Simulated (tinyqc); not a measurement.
Interface traps by the conductance method, a continuum of levels: two steps of the calculation.

MOS capacitor on an n-type substrate; psi is the band bending, negative in depletion; only majority carriers are counted. The traps exchange electrons with the conduction band; their admittance lies in parallel with Cd, and that pair in series with Cox and Rs. w = 2 pi f.

Values chosen for this exercise; band and dielectric values close to those of silicon: temperature T = 300 K; relative permittivity eps_r = 11.9; donor density Nd = 6.5e15 cm^-3; equivalent oxide thickness EOT = 15 nm; band bending psi ps = -0.279 V; capture cross-section for electrons sn = 2.8e-16 cm^2; thermal velocity vth = 2.3e7 cm/s; interface trap density Dit = 1.2e12 cm^-2 eV^-1; signal frequency f = 470 Hz.

Constants: q = 1.602176634e-19 C, kB = 1.380649e-23 J/K, Vt = kB T/q, eps0 = 8.8541878128e-14 F/cm where lengths are in cm. Results are converted to the units shown.

Task 1. Capacitances and time constant. Cox = 3.9 eps0/EOT, LD = sqrt(eps0 eps_r Vt/(q Nd)), u = psi/Vt, Cd = (eps0 eps_r/(sqrt(2) LD)) |exp(u) - 1|/sqrt(exp(u) - u - 1); ns = Nd exp(u); tau = 1/(sn vth ns), Cit = q Dit (Dit per eV).

Wanted: Cox; Cd; ns; tau; Cit.

Result 1.

Cox = 230.2 nF/cm^2
Cd = 46.55 nF/cm^2
ns = 1.336e11 cm^-3
tau = 0.001162 s
Cit = 192.3 nF/cm^2

Task 2. Parallel conductance and capacitance. With x = w tau: Gp/w = Cit ln(1 + x^2)/(2 x), Cp = Cd + Cit arctan(x)/x.

Cd = 46.553044 nF/cm^2
tau = 0.0011619689 s
Cit = 192.26120 nF/cm^2

Find: x; Gp/w; Cp.

Result 2.

x = 3.431
Gp/w = 71.37 nF/cm^2
Cp = 118.7 nF/cm^2

The peak of Gp/w lies at x = 1.98 with the height 0.402 Cit; this frequency gives 0.371 Cit.

Program tinyqc, `OMP_NUM_THREADS=1 python tinyqc.py 2030057 2030058 out.jsonl`; Intel Xeon 2.30GHz, shared host, one thread, about 0.01 s.
